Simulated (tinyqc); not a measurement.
# Capacitances against the relative permittivity between the lines

Endless row of lines of width wl, height tl and space sl between grounded planes at distance hd; e2 fills the gaps beside the lines, e1 the rest. Laplace's equation is solved on meshes of 3, 6 and 12 steps per unit u and extrapolated (Aitken), which is good to about 0.2 %. C_even (all lines at 1 V) is the capacitance Cg to the planes; C_odd (neighbours in antiphase) = Cg + 4 Cc if only nearest neighbours couple, which defines Cc; total with quiet neighbours Cg + 2 Cc. Plate values 2 eps0 e1 wl/hd and eps0 e2 tl/sl.

Inputs (values chosen for the exercise):
- e1 = 3 (relative permittivity above and below the lines)
- wl = 6 u (line width, in units u)
- tl = 6 u (line height)
- sl = 4 u (space between lines)
- hd = 6 u (distance to each plane)

Constants: eps0 = 8.8541878128e-12 F/m. Results are converted to the units shown.

The same in every row: plate Cg (aF/um) = 53.1.

Result of one run:
```
e2,Cg (aF/um),Cc (aF/um),Cg + 2 Cc (aF/um),C_odd (aF/um),plate Cc (aF/um),"share of coupling, 2 Cc/(Cg + 2 Cc) (%)"
1,82.4,25.4,133,184,13.3,38.1
```

What becomes of these results when the relative permittivity between the lines e2 is changed from 1 to 3.9, all else the same?

Result of the changed run:
```
e2,Cg (aF/um),Cc (aF/um),Cg + 2 Cc (aF/um),C_odd (aF/um),plate Cc (aF/um),"share of coupling, 2 Cc/(Cg + 2 Cc) (%)"
3.9,85.4,63.9,213,341,51.8,59.9
```

The whole series:
```
e2,Cg (aF/um),Cc (aF/um),Cg + 2 Cc (aF/um),C_odd (aF/um),plate Cc (aF/um),"share of coupling, 2 Cc/(Cg + 2 Cc) (%)"
1,82.4,25.4,133,184,13.3,38.1
1.5,83.3,32.0,147,211,19.9,43.5
2,83.9,38.6,161,239,26.6,47.9
2.5,84.4,45.3,175,266,33.2,51.8
3,84.8,51.9,189,293,39.8,55.0
3.9,85.4,63.9,213,341,51.8,59.9
5,85.8,78.5,243,400,66.4,64.6
7,86.4,105,297,507,93.0,70.9
```

As e2 goes from 1 to 7, Cg rises from 82.4 to 86.4 aF/um, Cc rises from 25.4 to 105 aF/um and the share of coupling rises from 38.1 to 70.9 %. Cg is 1.55 times its plate value in the first row and 1.63 times in the last; for Cc the ratios are 1.91 and 1.13. Neighbours in antiphase raise the load by a factor of 1.38 and 1.71 over quiet ones.

Numbers from tinyqc (`OMP_NUM_THREADS=1 python tinyqc.py 2790110 2790111 out.jsonl`; about 0.5 s on one thread of a shared Intel Xeon 2.30GHz).
